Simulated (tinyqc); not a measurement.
Schottky barrier on an n-type semiconductor, non-linear Poisson equation by Newton steps: two steps of the calculation.

One dimension, metal at x = 0, donor density C(x) = Nd, uniform. Energies are counted from the electron Fermi level of the semiconductor and the conduction-band edge is Ec = -psi, so n = Nc exp(psi/Vt); holes follow the Fermi level of the metal, at -V, so p = Nv exp((V - psi - Eg)/Vt). Ends: psi(0) = V - phiB and psi = Vt ln(Nd/Nc) deep inside. Boltzmann statistics, full ionisation, no current, no image force in the Poisson equation.

Inputs (values chosen for the exercise); band and dielectric values those of a made-up semiconductor:
- T = 300 K (temperature)
- Eg = 1.29 eV (band gap)
- eps_r = 12.5 (relative permittivity)
- Nc = 2.85e19 cm^-3 (conduction-band density of states at T)
- Nv = 2.88e19 cm^-3 (valence-band density of states at T)
- Nd = 1.1e18 cm^-3 (donor density deep in the semiconductor)
- phiB = 0.83 eV (barrier height)
- V = 0 V (bias of the metal against the semiconductor)

Constants: q = 1.602176634e-19 C, kB = 1.380649e-23 J/K, Vt = kB T/q, eps0 = 8.8541878128e-14 F/cm where lengths are in cm. Results are converted to the units shown.

Problem 1. End potentials, built-in voltage, Debye length. psi_0 = V - phiB, psi_b = Vt ln(Nd/Nc), Vbi = phiB - Vt ln(Nc/Nd), LD = sqrt(eps0 eps_r Vt/(q Nd)), W = sqrt(2 eps0 eps_r (Vbi - V)/(q Nd)), hole density at the metal p_0 = Nv exp((phiB - Eg)/Vt).

Give: psi_0; psi_b; Vbi; LD; W for uniform Nd; p_0.

Solution 1.

psi_0 = -0.8300 V
psi_b = -0.08414 V
Vbi = 0.7459 V
LD = 4.029 nm
W for uniform Nd = 30.61 nm
p_0 = 5.392e11 cm^-3

The hole density at the metal is 4.9e-7 times Nd, so holes hardly matter.

Problem 2. Converged densities, field and barrier lowering. n and p as above; E_i = -(psi_(i+1) - psi_i)/h_i; at the metal |E_0| = |E on interval 0| + q rho_0 (h_0/2)/(eps0 eps_r), rho_0 = p_0 - n_0 + C_0; image-force lowering dphi = sqrt(q |E_0|/(4 pi eps0 eps_r)).

x, node 0 to 10 (nm): [0, 2.9, 6.39, 10.6, 15.7, 21.8, 29.2, 38, 48.7, 61.6, 77.2]
converged psi, node 0 to 10 (V): [-0.83000000, -0.69734427, -0.55545577, -0.41010510, -0.27183065, -0.16080073, -0.10154844, -0.08671091, -0.08440854, -0.08415836, -0.08413776]
donor density C, node 0 to 10 (cm^-3): [1.1e18, 1.1e18, 1.1e18, 1.1e18, 1.1e18, 1.1e18, 1.1e18, 1.1e18, 1.1e18, 1.1e18, 1.1e18]

Give: n; p; field E; |E_0| at the metal; image-force lowering.

Solution 2.

n, node 0 to 10 (cm^-3): [3.2468e5, 5.4951e7, 1.3292e10, 3.6761e12, 7.7320e14, 5.6691e16, 5.6093e17, 9.9579e17, 1.0885e18, 1.0991e18, 1.1000e18]
p, node 0 to 10 (cm^-3): [5.3918e11, 3.1858e9, 1.3170e7, 47622, 226.41, 3.0880, 0.31209, 0.17580, 0.16082, 0.15927, 0.15915]
field E, interval 0 to 9 (kV/cm): [-457.43, -406.56, -345.25, -271.13, -182.02, -80.07, -16.86, -2.15, -0.19, -0.01]
|E_0| at the metal = 480.52 kV/cm
image-force lowering = 74.401 mV

tinyqc, about 0.04 s, one thread, Intel Xeon 2.30GHz (shared host): `OMP_NUM_THREADS=1 python tinyqc.py 2020049 2020050 out.jsonl`
